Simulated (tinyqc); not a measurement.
Worked calculation: carrier statistics of a doped semiconductor with parabolic bands. Values are carried at full precision from step to step, so a last printed digit may differ when a step is redone from the rounded ones.

Constants: kB = 8.617333262e-05 eV/K; hbar^2/2m0 = 3.80998211 eV angstrom^2.

Parameters, chosen for this exercise (near those of GaN; not measured data):
- Eg0 = 3.505 eV (gap at 0 K)
- al = 0.000911 eV/K (Varshni alpha)
- be = 830 K (Varshni beta)
- T = 495 K
- ml = 0.202 m0 (longitudinal electron mass)
- mt = 0.202 m0 (transverse electron mass)
- Mv = 1 (equivalent valleys)
- mhh = 1.41 m0 (heavy-hole mass)
- mlh = 0.302 m0 (light-hole mass)
- ND = 4.5e+16 1/cm^3 (donors)
- NA = 5.8e+12 1/cm^3 (acceptors)
- ED = 0.0222 eV (donor level below Ec)
- EA = 0.181 eV (acceptor level above Ev)

## Gap and thermal energy

Eg(T) = Eg0 - al T^2/(T + be) (Varshni).

Eg = 3.33653 eV
kT = 0.042656 eV

The gap has shrunk by 168.5 meV from 0 K and is 78.2 kT wide.

## Effective densities of states

m_de = Mv^(2/3) (ml mt^2)^(1/3); m_dh = (mhh^(3/2) + mlh^(3/2))^(2/3); N = 2 (m kB T/(4 pi c))^(3/2) with c = hbar^2/2m0, in 1/angstrom^3; times 1e24 for 1/cm^3.

m_de = 0.2020 m0
m_dh = 1.5017 m0
Nc = 4.8286e+18 1/cm^3
Nv = 9.7875e+19 1/cm^3

The light holes supply 9.0 % of Nv, and Nc/Nv = 0.0493.

## Intrinsic density and level

With Boltzmann statistics ni = sqrt(Nc Nv) exp(-Eg/2kT) and Ei = Eg/2 + (kT/2) ln(Nv/Nc), counted from Ev.

ni = 225 1/cm^3
Ei = 1.7324 eV

Ei lies 64.2 meV above midgap, towards the band with the smaller density of states.

## Neutrality by bisection

Energies are counted from Ev, so Ec = Eg. n = Nc F_1/2((EF - Eg)/kT), p = Nv F_1/2(-EF/kT), ND+ = ND/(1 + 2 exp((EF - Eg + ED)/kT)), NA- = NA/(1 + 4 exp((EA - EF)/kT)); neutrality asks p + ND+ = n + NA-. F_j(eta) = (1/Gamma(j + 1)) integral_0^infinity x^j dx/(1 + exp(x - eta)), which tends to exp(eta) for eta << 0.

Start from the bracket [-0.2 eV, Eg + 0.2 eV]; at the midpoint EF take the sign of p + ND+ - n - NA-; where it is positive EF must rise. Fourteen steps are shown.

Bisection (eV, 1/cm^3):
```
step       low     high       EF         n         p       ND+       NA-  sign
1     -0.20000  3.53653  1.66827      50.0  1.01e+03  4.50e+16  5.80e+12     +
2      1.66827  3.53653  2.60240  1.62e+11  3.12e-07  4.50e+16  5.80e+12     +
3      2.60240  3.53653  3.06947  9.21e+15  5.49e-12  4.47e+16  5.80e+12     +
4      3.06947  3.53653  3.30300  1.91e+18  2.30e-14  1.78e+16  5.80e+12     -
5      3.06947  3.30300  3.18623  1.41e+17  3.55e-13  4.09e+16  5.80e+12     -
6      3.06947  3.18623  3.12785  3.61e+16  1.40e-12  4.39e+16  5.80e+12     +
7      3.12785  3.18623  3.15704  7.15e+16  7.04e-13  4.29e+16  5.80e+12     -
8      3.12785  3.15704  3.14245  5.08e+16  9.91e-13  4.35e+16  5.80e+12     -
9      3.12785  3.14245  3.13515  4.29e+16  1.18e-12  4.37e+16  5.80e+12     +
10     3.13515  3.14245  3.13880  4.67e+16  1.08e-12  4.36e+16  5.80e+12     -
11     3.13515  3.13880  3.13697  4.47e+16  1.13e-12  4.36e+16  5.80e+12     -
12     3.13515  3.13697  3.13606  4.38e+16  1.15e-12  4.37e+16  5.80e+12     -
13     3.13515  3.13606  3.13560  4.33e+16  1.16e-12  4.37e+16  5.80e+12     +
14     3.13560  3.13606  3.13583  4.36e+16  1.16e-12  4.37e+16  5.80e+12     +
```

Each step halves the bracket, which is 0.456 meV wide at the last row.

## The neutral state

Solve the neutrality condition for EF to convergence.

EF = 3.1359 eV
n = 4.37e+16 1/cm^3
p = 1.15e-12 1/cm^3
ND+ = 4.37e+16 1/cm^3
NA- = 5.80e+12 1/cm^3

The material is n-type; 97.0 % of the donors are ionised. EF lies 4.70 kT inside the gap from the conduction edge, so Boltzmann statistics would serve; n p/(Nc Nv exp(-Eg/kT)) = 0.997.

## Checks

- F_1/2(1) by the trapezoid rule against adaptive quadrature: both 1.575641.
- Positive against negative charge at the solution (1/cm^3): both 4.36669e+16.

tinyqc: `OMP_NUM_THREADS=1 python tinyqc.py 1652381 1652382 out.jsonl`; about 0.01 s, one thread, shared Intel(R) Xeon(R) Processor @ 2.30GHz.
